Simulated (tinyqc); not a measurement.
LCCD on RHF in the 3-21g basis, for H2, spin multiplicity 1, step by step. One step of it, computed by the program tinyqc.

Task: LCCD: starting amplitudes. t_ij^ab = <ij||ab> / (e_i + e_j - e_a - e_b), whose energy is MP2.

orbital energies (hartree): [-0.511590, 0.174107, 1.094843, 1.270686]

Two-electron integrals over orbitals (pq|rs), unique and non-zero (hartree):
```
(11|11) 0.562693    (21|21) 0.118811    (22|11) 0.457638    (22|22) 0.424349
(31|11) 0.125677    (31|22) 0.074033    (31|31) 0.092133    (32|21) 0.020849
(32|32) 0.041936    (33|11) 0.522097    (33|22) 0.432135    (33|31) 0.124727
(33|33) 0.511766    (41|21) -0.078612   (41|32) -0.056127   (41|41) 0.102151
(42|11) -0.132786   (42|22) -0.076846   (42|31) -0.082200   (42|33) -0.128344
(42|42) 0.084993    (43|21) -0.134431   (43|32) -0.052554   (43|41) 0.125975
(43|43) 0.195156    (44|11) 0.567118    (44|22) 0.469284    (44|31) 0.165911
(44|33) 0.558648    (44|42) -0.161621   (44|44) 0.632596
```

Give: Starting amplitudes; correlation energy.

Result:

Starting amplitudes (spin orbitals 1a, 1b, ...; amplitudes related by a flip of all spins are not repeated):
```
from      to        t
1a 1b  2a 2b  -0.0866
1a 1b  2a 4b   0.0319
1a 1b  3a 3b  -0.0287
1a 1b  4a 4b  -0.0287
```

correlation energy = -0.020871 hartree
